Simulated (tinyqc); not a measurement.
Inside a calculation. Model: electron continuity equation in a given potential, Scharfetter-Gummel discretisation.

Program tinyqc, `OMP_NUM_THREADS=1 python tinyqc.py 2220035 2220036 out.jsonl`; Intel Xeon 2.30GHz, shared host, one thread, about 0.01 s. Printed values are rounded.

Steady state in one dimension: J = q mu n E + q D dn/dx with E = -dpsi/dx and D = mu Vt, dJ/dx = q (n/tau - G), fixed densities nL and nR at the ends. The potential is given, psi = U x/L, and is not changed by the electrons.

Inputs (values chosen for the exercise); mobility close to that of germanium at room temperature: temperature T = 300 K; electron mobility mu = 3840 cm^2/(V s); length of the region L = 10 um; density at x = 0 nL = 5.1e13 cm^-3; density at x = L nR = 0 cm^-3; lifetime tau = 1.1e-9 s; uniform generation rate G = 0 cm^-3 s^-1; potential difference psi(L) - psi(0) U = 0.18 V.

Constants: q = 1.602176634e-19 C, kB = 1.380649e-23 J/K, Vt = kB T/q. Results are converted to the units shown.

## Potential on the mesh

10 equal intervals, h = L/10; psi = U x/L.

| node | psi (V) |
|---|---|
| 0 | 0.000000 |
| 1 | 0.018000 |
| 2 | 0.036000 |
| 3 | 0.054000 |
| 4 | 0.072000 |
| 5 | 0.090000 |
| 6 | 0.108000 |
| 7 | 0.126000 |
| 8 | 0.144000 |
| 9 | 0.162000 |
| 10 | 0.180000 |

## Bernoulli factors

d_i = (psi_(i+1) - psi_i)/Vt; B(d) = d/(exp(d) - 1), B(0) = 1. The flux on interval i is J_i = (q D/h) [n_(i+1) B(d_i) - n_i B(-d_i)].

| interval | d_i | B(d_i) | B(-d_i) |
|---|---|---|---|
| 0 | 0.696271 | 0.691941 | 1.38821 |
| 1 | 0.696271 | 0.691941 | 1.38821 |
| 2 | 0.696271 | 0.691941 | 1.38821 |
| 3 | 0.696271 | 0.691941 | 1.38821 |
| 4 | 0.696271 | 0.691941 | 1.38821 |
| 5 | 0.696271 | 0.691941 | 1.38821 |
| 6 | 0.696271 | 0.691941 | 1.38821 |
| 7 | 0.696271 | 0.691941 | 1.38821 |
| 8 | 0.696271 | 0.691941 | 1.38821 |
| 9 | 0.696271 | 0.691941 | 1.38821 |

The largest |d_i| is 0.696, below 2, so central differences would also keep densities positive.

## Tridiagonal system for the inner nodes

Row i (1 to 9): B(-d_(i-1)) n_(i-1) + b_i n_i + B(d_i) n_(i+1) = f_i with b_i = -B(-d_i) - B(d_(i-1)) - h^2/(D tau) and f_i = -G h^2/D; the known end values are moved to the right: f_1 loses B(-d_0) nL and f_9 loses B(d_9) nR. h = L/10, D = mu Vt.

| node | diagonal b | right side f (cm^-3) |
|---|---|---|
| 1 | -2.17173 | -7.07988e13 |
| 2 | -2.17173 | 0 |
| 3 | -2.17173 | 0 |
| 4 | -2.17173 | 0 |
| 5 | -2.17173 | 0 |
| 6 | -2.17173 | 0 |
| 7 | -2.17173 | 0 |
| 8 | -2.17173 | 0 |
| 9 | -2.17173 | 0 |

## Densities and current

B(d_i) and B(-d_i) are the Bernoulli factors of the potential steps, b and f the diagonal and right side. Solve B(-d_(i-1)) n_(i-1) + b_i n_i + B(d_i) n_(i+1) = f_i (end values already in f), then J_i = (q D/h) [n_(i+1) B(d_i) - n_i B(-d_i)], h = L/10, D = mu Vt.

| node | n (cm^-3) |
|---|---|
| 0 | 5.1e13 |
| 1 | 4.55713e13 |
| 2 | 4.07112e13 |
| 3 | 3.63484e13 |
| 4 | 3.24063e13 |
| 5 | 2.87862e13 |
| 6 | 2.53331e13 |
| 7 | 2.17581e13 |
| 8 | 1.74652e13 |
| 9 | 1.11641e13 |
| 10 | 0 |

| interval | J (A/cm^2) |
|---|---|
| 0 | -6.24531 |
| 1 | -5.58156 |
| 2 | -4.98859 |
| 3 | -4.45916 |
| 4 | -3.98716 |
| 5 | -3.56788 |
| 6 | -3.19890 |
| 7 | -2.88199 |
| 8 | -2.62760 |
| 9 | -2.46499 |

Against a mesh 200 times finer the densities are off by at most 0.57 % of their local values.

## Three discretisations compared

10 equal intervals. Fluxes J_i = (q D/h)(n_(i+1) P_i - n_i Q_i), d_i = (psi_(i+1) - psi_i)/Vt: Scharfetter-Gummel P = B(d), Q = B(-d), B(d) = d/(exp(d) - 1); central P = 1 - d/2, Q = 1 + d/2; upwind P = 1 + max(-d, 0), Q = 1 + max(d, 0). Balance at each inner node: J_i - J_(i-1) = q h (n_i/tau - G). The reference is Scharfetter-Gummel on 2000 intervals.

Densities (cm^-3):

| node | Scharfetter-Gummel | central | upwind | reference |
|---|---|---|---|---|
| 0 | 5.100e13 | 5.100e13 | 5.100e13 | 5.100e13 |
| 1 | 4.557e13 | 4.555e13 | 4.573e13 | 4.554e13 |
| 2 | 4.071e13 | 4.067e13 | 4.097e13 | 4.065e13 |
| 3 | 3.635e13 | 3.630e13 | 3.665e13 | 3.627e13 |
| 4 | 3.241e13 | 3.236e13 | 3.269e13 | 3.231e13 |
| 5 | 2.879e13 | 2.875e13 | 2.895e13 | 2.868e13 |
| 6 | 2.533e13 | 2.533e13 | 2.526e13 | 2.522e13 |
| 7 | 2.176e13 | 2.181e13 | 2.133e13 | 2.165e13 |
| 8 | 1.747e13 | 1.759e13 | 1.660e13 | 1.737e13 |
| 9 | 1.116e13 | 1.134e13 | 1.010e13 | 1.110e13 |
| 10 | 0 | 0 | 0 | 0 |

Largest errors as a share of the largest reference density listed: Scharfetter-Gummel 0.21 %, central 0.46 %, upwind 2.0 %. The largest |d| is 0.696. Upwinding stays positive but acts as if D were larger by the factor 1 + |d|/2, up to 1.35 here.
